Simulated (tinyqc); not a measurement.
## Read current of a NAND string, cells in series solved by shooting: effect of the position of the selected cell

Cells in series, numbered from 0 at the source line (0 V) to the bit line, each followed by a gap resistance Rg. A cell with gate Vg, threshold VT, source Vs and drain Vd passes I = 2 nf K Vt^2 [F(Vs) - F(Vd)]/(1 + th max(Vg - VT, 0)), F(V) = ln^2(1 + exp((Vg - VT - nf V)/(2 nf Vt))). The selected cell has Vg = Vr, the others Vg = Vp.

For a trial current I start at 0 V and, cell by cell, solve for the drain: sqrt(F(Vd)) = sqrt(F(Vs) - I/k), k = 2 nf K Vt^2/(1 + th max(Vg - VT, 0)), Vd = [Vg - VT - 2 nf Vt ln(exp(sqrt F) - 1)]/nf, then add I Rg. The string current is the I for which the last node reaches Vbl. The apparent threshold is the Vr at which I = Is. Background: all other cells erased (VT = Ve) or all in the highest state (VT = Vh); ratio and shift are high over erased and high minus erased. The string has 128 cells, numbered from the source.

Values chosen for this exercise; values of the order met in vertical NAND strings:
```
symbol,value,unit,meaning
T,358,K,temperature
K,12,uA/V^2,gain factor of a cell
nf,2.4,,slope factor
th,0.19,1/V,mobility reduction factor
Rg,2,kohm,resistance of the gap between cells
Vbl,0.3,V,bit-line voltage
Vp,7.6,V,pass voltage
Ve,-2.1,V,threshold of an erased cell
Vh,4.1,V,threshold of the highest state
Vx,1,V,threshold of the selected cell
Is,50,nA,sensing current
Vr,1.69,V,read voltage on the selected word line
```

Constants: q = 1.602176634e-19 C, kB = 1.380649e-23 J/K, Vt = kB T/q. Results are converted to the units shown.

Effect of the position of the selected cell:

| j | I, others erased (uA) | I, others high (uA) | ratio | apparent VT, erased (V) | apparent VT, high (V) | background shift (mV) |
|---|---|---|---|---|---|---|
| 0 | 0.08281 | 0.04981 | 0.6015 | 1.076 | 1.824 | 747.7 |
| 18 | 0.08227 | 0.04964 | 0.6034 | 1.135 | 1.905 | 770.7 |
| 36 | 0.08150 | 0.04940 | 0.6061 | 1.193 | 1.988 | 794.8 |
| 54 | 0.08035 | 0.04903 | 0.6102 | 1.252 | 2.073 | 820.2 |
| 73 | 0.07840 | 0.04837 | 0.6170 | 1.315 | 2.164 | 848.6 |
| 91 | 0.07542 | 0.04726 | 0.6266 | 1.375 | 2.252 | 877.1 |
| 109 | 0.07104 | 0.04531 | 0.6379 | 1.435 | 2.342 | 907.5 |
| 127 | 0.06566 | 0.04239 | 0.6457 | 1.495 | 2.435 | 940.0 |

Read the table: what changes, and by how much?

From the source end to the bit-line end the apparent VT with high neighbours rises from 1.824 to 2.435 V and the background shift rises from 748 to 940 mV. Cells and gaps on the source side raise the source of the selected cell, which costs nf times that voltage in gate drive; those on the drain side only lower its drain voltage.

Numbers from tinyqc (`OMP_NUM_THREADS=1 python tinyqc.py 2142012 2142013 out.jsonl`; about 0.6 s on one thread of a shared Intel Xeon 2.30GHz).
